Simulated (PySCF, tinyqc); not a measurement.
Inside a calculation. Method: CCD on RHF in the sto-3g basis, for H4, spin multiplicity 1. The lowest restricted solution is unstable here: a spin-polarised one lies 0.0550 hartree lower (PySCF). Computed by tinyqc, a small Python program that keeps every step (integrals from PySCF). Settings: charge = 0, multiplicity = 1, basis = sto-3g, method = RHF, energy threshold = 1e-10, iteration cap = 79, orthogonalisation = canonical, start = atomic densities, DIIS depth = 6, amplitude equations = CCD, DIIS depth for amplitudes = 0, cap on updates = 61. Command: `OMP_NUM_THREADS=1 python tinyqc.py 23843 23844 out.jsonl` (the two numbers bound the seeds that draw the settings). One thread of a shared host (Intel(R) Xeon(R) Processor @ 2.60GHz), about 0.1 s of CPU time with the checks. The early iterations of the SCF are left out here.

## One-electron integrals

Geometry (angstrom):

| atom | x | y | z |
|---|---|---|---|
| H | 0.000000 | 0.000000 | 0.000000 |
| H | 0.000000 | 0.000000 | 1.211000 |
| H | 0.000000 | 0.000000 | 2.058000 |
| H | 0.000000 | 0.000000 | 3.269000 |

Basis sto-3g: exponents (1/bohr^2) and contraction coefficients of normalised primitives:

| element | l (shell) | exponent | coefficient |
|---|---|---|---|
| H | s (1) | 3.425251 | 0.154329 |
| H | s (1) | 0.623914 | 0.535328 |
| H | s (1) | 0.168855 | 0.444635 |

Overlap, kinetic and nuclear-attraction integrals over the contracted functions; the nuclear repulsion is the sum of Za Zb / Rab.

nuclear repulsion = 2.17485825 hartree

overlap S:
```
          1H 1s     2H 1s     3H 1s     4H 1s
1H 1s  1.000000  0.381530  0.108310  0.010181
2H 1s  0.381530  1.000000  0.590614  0.108310
3H 1s  0.108310  0.590614  1.000000  0.381530
4H 1s  0.010181  0.108310  0.381530  1.000000
```

kinetic energy T (hartree):
```
           1H 1s      2H 1s      3H 1s      4H 1s
1H 1s   0.760032   0.050448  -0.010701  -0.004527
2H 1s   0.050448   0.760032   0.178129  -0.010701
3H 1s  -0.010701   0.178129   0.760032   0.050448
4H 1s  -0.004527  -0.010701   0.050448   0.760032
```

nuclear attraction V (hartree):
```
           1H 1s      2H 1s      3H 1s      4H 1s
1H 1s  -2.076696  -0.774141  -0.219338  -0.019534
2H 1s  -0.774141  -2.504602  -1.402795  -0.219338
3H 1s  -0.219338  -1.402795  -2.504602  -0.774141
4H 1s  -0.019534  -0.219338  -0.774141  -2.076696
```

core Hamiltonian H = T + V (hartree):
```
           1H 1s      2H 1s      3H 1s      4H 1s
1H 1s  -1.316664  -0.723693  -0.230039  -0.024061
2H 1s  -0.723693  -1.744570  -1.224665  -0.230039
3H 1s  -0.230039  -1.224665  -1.744570  -0.723693
4H 1s  -0.024061  -0.230039  -0.723693  -1.316664
```

## Two-electron integrals

Functions are numbered as in S; the eight-fold symmetry (ij|kl) = (ji|kl) = (kl|ij) leaves the list below.

Two-electron integrals (ij|kl) in chemists' order, unique and non-zero (hartree):
```
(11|11) 0.774606   (21|11) 0.222789   (21|21) 0.088430   (22|11) 0.414856
(22|21) 0.222789   (22|22) 0.774606   (31|11) 0.049979   (31|21) 0.021860
(31|22) 0.063249   (31|31) 0.005993   (32|11) 0.190327   (32|21) 0.103582
(32|22) 0.385516   (32|31) 0.033416   (32|32) 0.232167   (33|11) 0.256433
(33|21) 0.137790   (33|22) 0.530567   (33|31) 0.049979   (33|32) 0.385516
(33|33) 0.774606   (41|11) 0.003381   (41|21) 0.001642   (41|22) 0.005315
(41|31) 0.000499   (41|32) 0.003150   (41|33) 0.005315   (41|41) 0.000047
(42|11) 0.026448   (42|21) 0.013775   (42|22) 0.049979   (42|31) 0.004669
(42|32) 0.033416   (42|33) 0.063249   (42|41) 0.000499   (42|42) 0.005993
(43|11) 0.076545   (43|21) 0.038411   (43|22) 0.137790   (43|31) 0.013775
(43|32) 0.103582   (43|33) 0.222789   (43|41) 0.001642   (43|42) 0.021860
(43|43) 0.088430   (44|11) 0.161875   (44|21) 0.076545   (44|22) 0.256433
(44|31) 0.026448   (44|32) 0.190327   (44|33) 0.414856   (44|41) 0.003381
(44|42) 0.049979   (44|43) 0.222789   (44|44) 0.774606
```

## Orthogonalisation

S = U s U^T; canonical form X = U s^(-1/2), so that X^T S X = 1. Each column of U has its largest component positive (the first on a tie).

eigenvalues of S: 0.301012  0.731039  1.098194  1.869755

X:
```
               1          2          3         4
1H 1s  -0.475201   0.718536   0.627214  0.256034
2H 1s   1.198018  -0.409467   0.248788  0.449290
3H 1s  -1.198018  -0.409467  -0.248788  0.449290
4H 1s   0.475201   0.718536  -0.627214  0.256034
```

## Iteration 10 (converged): orbitals

converged F (hartree):
```
           1H 1s      2H 1s      3H 1s      4H 1s
1H 1s  -0.184451  -0.382814  -0.149921   0.021266
2H 1s  -0.382814  -0.364111  -0.496409  -0.149921
3H 1s  -0.149921  -0.496409  -0.364111  -0.382814
4H 1s   0.021266  -0.149921  -0.382814  -0.184451
```

Diagonalise F' = X^T F X, C = X C', fill 2 alpha and 2 beta electrons from the bottom; D = 2 C_occ C_occ^T. Each column has its largest component positive (the first on a tie).

F' = X^T F X (hartree):
```
           1         2          3          4
1   0.817196  0.000000  -0.093437   0.000000
2   0.000000  0.169901   0.000000   0.024310
3  -0.093437  0.000000  -0.290846   0.000000
4   0.000000  0.024310   0.000000  -0.613936
```

orbital energies (hartree): MO1 -0.614689, MO2 -0.298670, MO3 0.170654, MO4 0.825020

coefficients C:
```
            MO1        MO2        MO3        MO4
1H 1s  0.233658   0.585374   0.726121  -0.525881
2H 1s  0.461756   0.347887  -0.395356   1.173081
3H 1s  0.461756  -0.347887  -0.395356  -1.173081
4H 1s  0.233658  -0.585374   0.726121   0.525881
```

D after iteration 10:
```
           1H 1s      2H 1s      3H 1s      4H 1s
1H 1s   0.794518   0.623074  -0.191503  -0.576134
2H 1s   0.623074   0.668488   0.184385  -0.191503
3H 1s  -0.191503   0.184385   0.668488   0.623074
4H 1s  -0.576134  -0.191503   0.623074   0.794518
```

## Convergence

Stop when the energy changes by less than 1e-10 hartree and every element of the error matrix X^T (F D S - S D F) X is below 3e-06.

Course of the cycle:

| iteration | E (hartree) | change | largest element of the error matrix |
|---|---|---|---|
| 1 | -1.50016109 | - | 8.59e-02 |
| 2 | -1.97298266 | -4.73e-01 | 7.80e-02 |
| 3 | -1.97558877 | -2.61e-03 | 3.55e-02 |
| 4 | -1.97638107 | -7.92e-04 | 1.44e-02 |
| 5 | -1.97649185 | -1.11e-04 | 5.06e-03 |
| 6 | -1.97650317 | -1.13e-05 | 2.68e-03 |
| 7 | -1.97650561 | -2.45e-06 | 1.78e-03 |
| 8 | -1.97650755 | -1.94e-06 | 2.76e-05 |
| 9 | -1.97650755 | -4.03e-10 | 2.20e-06 |
| 10 | -1.97650755 | -2.15e-12 | 8.74e-07 |

PySCF RHF in the same basis = -1.97650755 hartree

Converged in 10 iterations.

## Integrals over molecular orbitals

(pq|rs) = sum C_ip C_jq C_kr C_ls (ij|kl), one index at a time.

one-electron integrals over orbitals h = C^T H C (hartree):
```
           1          2          3          4
1  -1.824190   0.000000   0.165824   0.000000
2   0.000000  -1.413817   0.000000  -0.125874
3   0.165824   0.000000  -1.246846   0.000000
4   0.000000  -0.125874   0.000000  -0.927701
```

Two-electron integrals over orbitals (pq|rs), unique and non-zero (hartree):
```
(11|11) 0.531512    (21|21) 0.115433    (22|11) 0.396711    (22|22) 0.437158
(31|11) -0.105835   (31|22) 0.024394    (31|31) 0.097647    (32|21) 0.108777
(32|32) 0.182368    (33|11) 0.412272    (33|22) 0.436485    (33|31) 0.010539
(33|33) 0.451423    (41|21) 0.055030    (41|32) -0.030021   (41|41) 0.114444
(42|11) 0.098892    (42|22) -0.016881   (42|31) -0.086242   (42|33) -0.018212
(42|42) 0.091602    (43|21) -0.111641   (43|32) -0.111973   (43|41) -0.053925
(43|43) 0.122448    (44|11) 0.554913    (44|22) 0.424470    (44|31) -0.107156
(44|33) 0.440678    (44|42) 0.107682    (44|44) 0.612156
```

## CCD: starting amplitudes

t_ij^ab = <ij||ab> / (e_i + e_j - e_a - e_b), whose energy is MP2.

Starting amplitudes (spin orbitals 1a, 1b, ...; amplitudes related by a flip of all spins are not repeated):

| from | to | t |
|---|---|---|
| 2a 2b | 3a 3b | -0.194288 |
| 1a 1b | 3a 3b | -0.062168 |
| 1a 2b | 3a 4b | 0.045176 |
| 2a 2b | 4a 4b | -0.040759 |
| 1a 1b | 4a 4b | -0.039746 |
| 1a 2a | 3a 4a | 0.029450 |
| 1a 2b | 3b 4a | -0.015726 |

correlation energy = -0.06183242 hartree

## CCD: amplitude update 1

t_ij^ab D_ij^ab are set to the remaining terms of the spin-orbital equations, evaluated with the old amplitudes; for the doubles these are <ij||ab> + 1/2 <ab||ef> t_ij^ef + 1/2 <mn||ij> t_mn^ab + P(ij)P(ab) <mb||ej> t_im^ae + terms in t^2, D the orbital-energy denominators.

Amplitudes after update 1 (spin orbitals 1a, 1b, ...; amplitudes related by a flip of all spins are not repeated):

| from | to | t |
|---|---|---|
| 2a 2b | 3a 3b | -0.287493 |
| 1a 2b | 3a 4b | 0.073462 |
| 1a 1b | 3a 3b | -0.062225 |
| 1a 1b | 4a 4b | -0.052165 |
| 1a 2a | 3a 4a | 0.037344 |
| 2a 2b | 4a 4b | -0.036357 |
| 1a 2b | 3b 4a | -0.036119 |

correlation energy = -0.08684475 hartree

## CCD: convergence

E_corr = 1/4 sum <ij||ab> t_ij^ab; stop when the norm of the change is below 1e-8.

Course of the amplitude iterations:

| update | correlation energy (hartree) | norm of the change |
|---|---|---|
| 0 | -0.06183242 | - |
| 1 | -0.08684475 | 2.14e-01 |
| 2 | -0.09888524 | 1.08e-01 |
| 3 | -0.10461541 | 5.36e-02 |
| 4 | -0.10735032 | 2.63e-02 |
| 5 | -0.10866588 | 1.29e-02 |
| 6 | -0.10930352 | 6.32e-03 |
| 7 | -0.10961442 | 3.11e-03 |
| 8 | -0.10976666 | 1.53e-03 |
| 9 | -0.10984143 | 7.54e-04 |
| 10 | -0.10987822 | 3.72e-04 |
| 11 | -0.10989635 | 1.84e-04 |
| 12 | -0.10990529 | 9.06e-05 |
| 13 | -0.10990970 | 4.47e-05 |
| 14 | -0.10991188 | 2.21e-05 |
| 15 | -0.10991295 | 1.09e-05 |
| 16 | -0.10991348 | 5.39e-06 |
| 17 | -0.10991374 | 2.66e-06 |
| 18 | -0.10991387 | 1.31e-06 |
| 19 | -0.10991394 | 6.49e-07 |
| 20 | -0.10991397 | 3.20e-07 |
| 21 | -0.10991398 | 1.58e-07 |
| 22 | -0.10991399 | 7.82e-08 |
| 23 | -0.10991399 | 3.86e-08 |
| 24 | -0.10991400 | 1.91e-08 |
| 25 | -0.10991400 | 9.42e-09 |

Converged amplitudes (spin orbitals 1a, 1b, ...; amplitudes related by a flip of all spins are not repeated):

| from | to | t |
|---|---|---|
| 2a 2b | 3a 3b | -0.381090 |
| 1a 2b | 3a 4b | 0.099137 |
| 1a 1b | 4a 4b | -0.068455 |
| 1a 2b | 3b 4a | -0.050549 |
| 1a 2a | 3a 4a | 0.048589 |
| 1a 1b | 3a 3b | -0.047174 |
| 2a 2b | 4a 4b | -0.025944 |

CCD total energy = -2.08642155 hartree

Converged in 25 updates.
